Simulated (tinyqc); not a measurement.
Silicon n-p-n transistor, Gummel numbers and transit times: two steps of the calculation.

One-dimensional n-p-n transistor in the forward active mode at low injection. In the base p(x) = NB exp(-eta x/wb) and ni(x)^2 = ni^2 exp((g0 + g1 x/wb)/Vt); electrons leave the base at vsat; band spikes at the emitter junction and recombination inside the emitter are ignored.

Parameters, values chosen for the exercise; band and dielectric values close to those of silicon:
- T = 400 K (temperature)
- Eg = 1.1 eV (band gap)
- eps_r = 11.9 (relative permittivity)
- Nc = 4.28e19 cm^-3 (conduction-band density of states at T)
- Nv = 4e19 cm^-3 (valence-band density of states at T)
- vsat = 9.81e6 cm/s (saturation velocity)
- wb = 220 nm (neutral base width)
- NB = 1.9e18 cm^-3 (base doping at the emitter edge)
- eta = 0 (doping falls as exp(-eta x/wb))
- g0 = 0 eV (gap reduction at the emitter edge of the base)
- g1 = 0 eV (further gap reduction across the base (linear))
- Dn = 4.5 cm^2/s (electron diffusion coefficient in the base)
- NE = 2e20 cm^-3 (emitter doping)
- gE = 0.075 eV (gap reduction in the emitter (negative: wider gap))
- we = 230 nm (neutral emitter width)
- Dp = 1 cm^2/s (hole diffusion coefficient in the emitter)
- Se = 80000 cm/s (recombination velocity at the emitter contact)
- tb = 1e-8 s (electron lifetime in the base)
- NC = 1.1e16 cm^-3 (collector doping)
- VCB = 0.8 V (collector-base reverse bias)

Constants: q = 1.602176634e-19 C, kB = 1.380649e-23 J/K, Vt = kB T/q, eps0 = 8.8541878128e-14 F/cm where lengths are in cm. Results are converted to the units shown.

Problem 1. Base Gummel number and transit time. f(x) = p(x) ni^2/ni(x)^2; I(x) = integral from x to wb of f/Dn, plus f(wb)/vsat; base Gummel number GB = I(0); electron density per unit flux n/(J/q) = I/f; base transit time tauB = integral of I/f over the base. Trapezoid rule on 12 equal steps.

Find: x; f; I; I/f; GB; tauB.

Solution 1.

```
point  x (nm)  f (cm^-3)  I (s/cm^4)  I/f (s/cm)
0        0.00  1.9000e18   9.4826e12   4.9908e-6
1       18.33  1.9000e18   8.7085e12   4.5834e-6
2       36.67  1.9000e18   7.9344e12   4.1760e-6
3       55.00  1.9000e18   7.1603e12   3.7686e-6
4       73.33  1.9000e18   6.3863e12   3.3612e-6
5       91.67  1.9000e18   5.6122e12   2.9538e-6
6      110.00  1.9000e18   4.8381e12   2.5464e-6
7      128.33  1.9000e18   4.0641e12   2.1390e-6
8      146.67  1.9000e18   3.2900e12   1.7316e-6
9      165.00  1.9000e18   2.5159e12   1.3242e-6
10     183.33  1.9000e18   1.7418e12   9.1675e-7
11     201.67  1.9000e18   9.6775e11   5.0934e-7
12     220.00  1.9000e18   1.9368e11   1.0194e-7
```

GB = 9.4826e12 s/cm^4
tauB = 56.020 ps

Problem 2. Gain, Early voltage and collector delay. ni = sqrt(Nc Nv) exp(-Eg/(2 Vt)), Eg in volts; GE = NE exp(-gE/Vt)(we/Dp + 1/Se); JC = J0 exp(VBE/Vt), J0 = q ni^2/GB; gain limited by back injection GE/GB, by base recombination tb/tauB, together 1/beta = the sum of the inverses; collector layer one-sided, Wc = sqrt(2 eps0 eps_r (Vbc + VCB)/(q NC)), Vbc = Vt ln(p(wb) NC/ni^2), Cjc = eps0 eps_r/Wc; Early voltage VA = GB q p(wb)/(f(wb) Cjc [1/Dn - (eta + g1/Vt)/(wb vsat)]), f(wb) = p(wb) exp(-(g0 + g1)/Vt), p(wb) = NB exp(-eta); tauC = Wc/(2 vsat).

GB = 9.4825688e12 s/cm^4
tauB = 56.020387 ps

Find: ni; GE; J0; GE/GB; tb/tauB; beta; Wc; Cjc; VA; tauC.

Solution 2.

ni = 4.8647e12 cm^-3
GE = 8.0593e14 s/cm^4
J0 = 3.9985e-7 A/cm^2
GE/GB = 84.991
tb/tauB = 178.51
beta = 57.577
Wc = 424.92 nm
Cjc = 0.24797 fF/um^2
VA = 275.71 V
tauC = 2.1657 ps

The gain is limited more by back injection into the emitter. beta VA = 15900 V.

Range of the model: Heavy doping makes emitter or base degenerate; gE and g0 are to be read as apparent gap changes that include this.

Computed by the program tinyqc: `OMP_NUM_THREADS=1 python tinyqc.py 2320094 2320095 out.jsonl`, one thread of a shared Intel Xeon 2.30GHz, about 0.01 s for the whole run.
